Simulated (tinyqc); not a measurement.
MOS inversion layer, Poisson-Schroedinger loop: one step of the calculation.

Electrons confined at an insulator interface at z = 0, treated as a hard wall; parabolic valleys, Hartree approximation, no image or exchange terms. The depletion charge lies far deeper than the electrons and gives a uniform field q Nd/(eps0 eps_r); the gate balances all charge. Energies are counted from the band edge at the interface.

Question. Density, output potential and mixing. n_i = sum_k N_k |psi_k|^2 (converted to cm^-3). Hartree part by Gauss: on the interval before node i the electrons still beyond are S_i = Ns - hz sum_(j<i) n_j, and U_i = U_(i-1) + q S_i hz/(eps0 eps_r) in eV, U_0 = 0 at the interface. Mixing: U(new) = U + a (U(out) - U).

Values chosen for this exercise; masses and permittivity close to those of silicon (100):

| symbol | value | unit | meaning |
|---|---|---|---|
| eps_r | 11.7 |  | relative permittivity |
| Ns | 8.3e12 | cm^-2 | sheet density of electrons |
| a | 0.3 |  | mixing factor |

Constants: q = 1.602176634e-19 C, eps0 = 8.8541878128e-14 F/cm where lengths are in cm. Results are converted to the units shown.

columns A: node; B: z (nm); C: self-consistent potential U at the start (eV); D: |psi|^2 of A1 (1/nm); E: |psi|^2 of A2 (1/nm); F: |psi|^2 of B1 (1/nm); G: |psi|^2 of B2 (1/nm)
```
A       B  C           D           E           F           G
1    0.85  0  0.14000932  0.12779266  0.03024551  0.03302703
2     1.7  0  0.32810638  0.15163275  0.10007835  0.09095172
3    2.55  0  0.33481766  0.01399830  0.16805615  0.10676431
4     3.4  0  0.21754332  0.05250991  0.20352663  0.06657072
5    4.25  0  0.10296300  0.21074109  0.19949801  0.01488056
6     5.1  0  0.03800971  0.26455590  0.16712366  0.00181602
7    5.95  0  0.01140851  0.19550913  0.12340837  0.03934901
8     6.8  0  0.00286356  0.10177259  0.08191995  0.10124769
9    7.65  0  0.00061350  0.04056158  0.04954127  0.15120860
10    8.5  0  0.00011396  0.01298914  0.02754788  0.16790592
11   9.35  0  0.00001858  0.00344976  0.01416779  0.15142280
12   10.2  0  0.00000269  0.00077716  0.00675177  0.11518551
13  11.05  0  0.00000035  0.00015097  0.00296557  0.07468174
14   11.9  0  0.00000004  0.00002554  0.00117336  0.04050163
15  12.75  0  0.00000000  0.00000372  0.00038751  0.01695447
16   13.6  0  0.00000000  0.00000039  0.00007880  0.00400285
```

N_k (cm^-2): A1 2.7207363e12, A2 9.2622713e11, B1 4.2817142e12, B2 3.7132239e11

Find: n; U(out); U after round 1.

Answer.

```
node  n (1e19 cm^-3)  U(out) (eV)  U after round 1 (eV)
1             0.6411      0.10911               0.03273
2             1.4954      0.21106               0.06332
3             1.6831      0.29630               0.08889
4             1.5367      0.36273               0.10882
5             1.3350      0.41199               0.12360
6             1.0647      0.44633               0.13390
7             0.7551      0.46878               0.14063
8             0.4904      0.48279               0.14484
9             0.3075      0.49131               0.14739
10            0.1926      0.49640               0.14892
11            0.1201      0.49934               0.14980
12            0.0724      0.50094               0.15028
13            0.0406      0.50173               0.15052
14            0.0201      0.50206               0.15062
15            0.0080      0.50217               0.15065
16            0.0018      0.50219               0.15066
```

tinyqc, about 1 s, one thread, Intel Xeon 2.30GHz (shared host): `OMP_NUM_THREADS=1 python tinyqc.py 2160075 2160076 out.jsonl`
